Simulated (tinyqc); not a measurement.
Changing the roughness sigma: sputter depth profiling of a dopant layer: erosion rate, quantification and the mixing-roughness response. Computed by tinyqc, a small Python program. Command: `OMP_NUM_THREADS=1 python tinyqc.py 3002455 3002456 out.jsonl sims sweep`. One thread of a shared host (Intel(R) Xeon(R) Processor @ 2.30GHz), about 0.3 s of CPU time with the checks.

A rastered ion beam erodes silicon (49.94 atoms per nm^3). The measured profile is the true one convolved with a depth response.

Inputs (values chosen for the exercise, modelled on a dopant in silicon under an oxygen or caesium beam):
```
quantity                               value    unit
beam energy E                            7.8     keV
beam current                              43      nA
raster side                              300      um
sputter yield at 1 keV                  0.88       -
mixing length at 1 keV                   1.9      nm
depth of the top edge z0                  48      nm
box width b                               12      nm
box concentration C                  1.7e+20  1/cm^3
relative sensitivity factor RSF      6.3e+21  1/cm^3
matrix count rate                    1.2e+06     1/s
background count rate                   0.39     1/s
counting time per point                    2       s
level that defines the junction C_B    3e+17  1/cm^3
```

True profile: box.

Constants: e = 1.602176634e-19 C.

Method:
- Scaling chosen for the exercise: yield Y = Y1 E^0.5, mixing length w = w1 E^0.5 (E in keV).
- Erosion rate = Y I/(e x raster^2 x density); depth step = rate x counting time; concentration = RSF x counts/matrix counts; detection limit = RSF x 3 sqrt(background x time)/(matrix rate x time).
- Mixing alone turns a layer at z0 into (1/w) exp(-(z - z0 + w)/w) for z > z0 - w; roughness adds a Gaussian of width sigma. With x = z - z0 + w: g(x) = (1/(2w)) exp(sigma^2/(2 w^2) - x/w) erfc((sigma/w - x/sigma)/sqrt2), and its integral G(x) = (1/2) erfc(-x/(sigma sqrt2)) - w g(x). Measured: C [G(x) - G(x - b)].
- Find the maximum, the full width at half maximum and the deep point where the profile falls to C_B; far down, the trailing edge decays by w ln(10) per decade.
- Convolution adds means and variances: the response has mean 0 (shift -w plus exponential mean w) and variance w^2 + sigma^2; a box adds the mean b/2 and the variance b^2/12.

One run for each value; columns: (1) roughness sigma (nm); (2) full width at half maximum (nm); (3) peak concentration (1/cm^3); (4) maximum minus centroid (nm); (5) apparent junction depth (nm):
```
(1)      (2)         (3)          (4)     (5)
0.15  12.582  1.5140e+20   5.0913e-01  87.753
0.24  12.616  1.5086e+20   4.0253e-01  87.757
0.38  12.671  1.4998e+20   2.4278e-01  87.765
0.61  12.766  1.4849e+20  -3.6448e-03  87.786
0.98  12.929  1.4593e+20  -3.5822e-01  87.842
1.60  13.260  1.4120e+20  -8.3671e-01  87.992
2.50  13.965  1.3333e+20  -1.2738e+00  88.340
4.00  15.791  1.1814e+20  -1.4237e+00  89.259
```

What does the table show, and why?

Over the rows, full width at half maximum (nm) rises from 12.6 to 15.8 (exponent d ln y / d ln x 0.0058 between the first rows and 0.26 between the last); peak concentration (1/cm^3) falls from 1.51e20 to 1.18e20 (exponent d ln y / d ln x -0.0077 between the first rows and -0.26 between the last); maximum minus centroid (nm) falls from 0.509 to -1.42. Roughness broadens both edges and makes the response more symmetric; far down the tail the slope stays w ln(10).

Extremes, crossings and ranges named in words are read from the listed rows.
